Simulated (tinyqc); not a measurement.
## MOS inversion layer, Poisson-Schroedinger loop: effect of the temperature

Electrons confined at an insulator interface at z = 0, treated as a hard wall; parabolic valleys, Hartree approximation, no image or exchange terms. The depletion charge lies far deeper than the electrons and gives a uniform field q Nd/(eps0 eps_r); the gate balances all charge. Energies are counted from the band edge at the interface.

Schroedinger equation -(C/mz) psi'' + (V0 + U) psi = E psi, C = hbar^2/(2 m0), psi(0) = 0, on a uniform mesh of 800 nodes with a far wall at 73 nm, 8 levels a set; V0 = q Nd z/(eps0 eps_r); dU/dz = q (Ns - integral of n from 0 to z)/(eps0 eps_r), U(0) = 0; N_k = g md m0 q Vt/(pi hbar^2) ln(1 + exp((EF - E_k)/Vt)), g the number of valleys of the set, sum N_k = Ns. Triangular well: E_k = a_k (C F^2/mz)^(1/3), a_1 = 2.338107, a_2 = 4.087949, C = hbar^2/(2 m0), F in eV/nm. Fang-Howard (all electrons in the lowest level of set A): b^3 = 6 (mz1/C) q (Nd + 11 Ns/32)/(eps0 eps_r), centroid 3/b, level C b^2/(4 mz1) + (3/b) q (Nd + 11 Ns/16)/(eps0 eps_r). The centroid adds 3.9 z_av/eps_r to an oxide-equivalent thickness. Shares under 0.0001 % are printed as 0.

Parameters, values chosen for the exercise; masses and permittivity close to those of gallium nitride:

| symbol | value | unit | meaning |
|---|---|---|---|
| eps_r | 9.36 |  | relative permittivity |
| mz1 | 0.199 | m0 | mass along z of valley set A (1 valley(s)) |
| md1 | 0.197 | m0 | in-plane density-of-states mass of set A |
| Ns | 4.2e11 | cm^-2 | sheet density of electrons |
| Nd | 2.4e11 | cm^-2 | sheet density of depletion charge |

Constants: q = 1.602176634e-19 C, kB = 1.380649e-23 J/K, hbar = 1.054571817e-34 J s, m0 = 9.1093837015e-31 kg, Vt = kB T/q, eps0 = 8.8541878128e-14 F/cm where lengths are in cm, hbar^2/(2 m0) = 0.0380998212 eV nm^2. Results are converted to the units shown.

The same in every row: Fang-Howard centroid (nm) = 4.88.

Effect of the temperature:
```
T (K)	A1 (meV)	A2 (meV)	EF (meV)	share of A1 (%)	share of A2 (%)	centroid z_av (nm)	added oxide equivalent (nm)
20	66.1	98.8	71.1	100	0	4.57	1.90
50	66.1	98.9	69.6	99.9	0.0948	4.58	1.91
77	66.1	99.0	67.0	98.9	1.03	4.61	1.92
120	66.3	99.8	61.0	94.8	4.66	4.79	1.99
200	66.8	102	45.0	83.8	12.1	5.36	2.23
300	67.4	105	18.4	70.9	17.6	6.25	2.61
400	68.0	107	-13.5	60.7	20.1	7.15	2.98
500	68.4	109	-49.6	52.9	21.0	7.94	3.31
```

As T goes from 20 to 500, A1 rises from 66.1 to 68.4 meV, the share of A1 falls from 100 to 52.9 % and the centroid rises from 4.57 to 7.94 nm. EF lies more than 2 meV above A1 for T = 20, 50. The Fang-Howard centroid is 6.7 % above the full one in the first row, where A1 holds 100 %, and 39 % below it in the last, where A1 holds 52.9 %. For T = 400, 500 the eighth level of a set still holds over 0.4 % of the electrons, so more levels and a farther wall would raise the centroid.

Computed by the program tinyqc: `OMP_NUM_THREADS=1 python tinyqc.py 2160111 2160112 out.jsonl`, one thread of a shared Intel Xeon 2.30GHz, about 0.5 s for the whole run.
